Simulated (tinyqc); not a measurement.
Inside a calculation. Method: Pariser-Parr-Pople SCF with singles CI, for the molecule c1ccc2[nH]ccc2c1 (SMILES; centres numbered as the heavy atoms are written). One step of it, computed by the program tinyqc.

Problem. Iteration 1: Fock matrix. F_rr = H_rr + P_rr gamma_rr / 2 + sum_(s != r) P_ss gamma_rs; F_rs = H_rs - P_rs gamma_rs / 2; E = tr P (H + F) / 2 + core repulsion sum_(r<s) z_r z_s gamma_rs.

P at the start, lower triangle:
```
           1C         2C         3C         4C         5N         6C         7C        8C
1C   0.281222
2C   0.355047   0.503503
3C   0.464276   0.723179   1.152368
4C  -0.173849  -0.108698   0.254565   1.904723
5N   0.047804   0.005256  -0.069956   0.025881   1.974112
6C  -0.083128   0.046555   0.160522  -0.051266   0.136713   1.170773
7C  -0.072694  -0.016321   0.025000  -0.042976  -0.131005   0.915036   0.859211
8C   0.100884  -0.068488  -0.217041   0.124617  -0.005158  -0.131046   0.330797  1.703499
9C   0.294732   0.292365   0.308297  -0.232294   0.085733  -0.245375  -0.090976  0.548596

          9C
9C  0.450588
```

core matrix H (eV), lower triangle:
```
            1C          2C          3C          4C          5N          6C          7C          8C
1C  -53.487270
2C   -2.460000  -53.836264
3C    0.000000   -2.460000  -57.992530
4C    0.000000    0.000000   -2.460000  -66.936464
5N    0.000000    0.000000    0.000000   -2.280000  -70.426041
6C    0.000000    0.000000    0.000000    0.000000   -2.280000  -58.530836
7C    0.000000    0.000000    0.000000    0.000000    0.000000   -2.460000  -57.719109
8C    0.000000    0.000000    0.000000   -2.460000    0.000000    0.000000   -2.460000  -64.019337
9C   -2.460000    0.000000    0.000000    0.000000    0.000000    0.000000    0.000000   -2.460000

            9C
9C  -56.499090
```

repulsion gamma_rs (eV), lower triangle:
```
          1C        2C        3C        4C         5N        6C        7C        8C
1C  9.570000
2C  7.006304  9.570000
3C  5.045404  7.005169  9.570000
4C  4.529928  5.045634  7.007180  9.570000
5N  3.325238  3.648105  5.149060  8.000761  15.910000
6C  2.956534  2.956534  3.651162  5.295658   8.003652  9.570000
7C  3.537820  3.241080  3.699271  5.294084   5.686512  7.006824  9.570000
8C  5.045634  4.529928  5.046155  7.006304   5.686797  5.295658  7.004883  9.570000
9C  7.005169  5.045404  4.530068  5.046155   3.825915  3.651162  4.852123  7.007180

          9C
9C  9.570000
```

Centres (angstrom, eV; a flat drawing with bonds scaled to 1.40 angstrom):
```
centre          x          y  core charge z          W   gamma_rr
1C       2.152000  -0.700000              1  11.710000   9.570000
2C       2.152000   0.700000              1  11.710000   9.570000
3C       0.939000   1.400000              1  11.710000   9.570000
4C      -0.273000   0.700000              1  11.710000   9.570000
5N      -1.605000   1.133000              2  27.100000  15.910000
6C      -2.427000   0.000000              1  11.710000   9.570000
7C      -1.605000  -1.133000              1  11.710000   9.570000
8C      -0.273000  -0.700000              1  11.710000   9.570000
9C       0.939000  -1.400000              1  11.710000   9.570000
```

Give: F; pi energy.

Solution.

F (eV), lower triangle:
```
         1C       2C       3C       4C       5N       6C       7C       8C
1C  -9.3543
2C  -3.7038  -8.3355
3C  -1.1712  -4.9930  -5.9304
4C   0.3938   0.2742  -3.3519  -5.1810
5N  -0.0795  -0.0096   0.1801  -2.3835  -5.1094
6C   0.1229  -0.0688  -0.2930   0.1357  -2.8271  -3.8276
7C   0.1286   0.0264  -0.0462   0.1138   0.3725  -5.6657  -3.0860
8C  -0.2545   0.1551   0.5476  -2.8966   0.0147   0.3470  -3.6186  -6.4058
9C  -3.4923  -0.7376  -0.6983   0.5861  -0.1640   0.4480   0.2207  -4.3821

         9C
9C  -7.0676
```

pi energy = -137.6949 eV
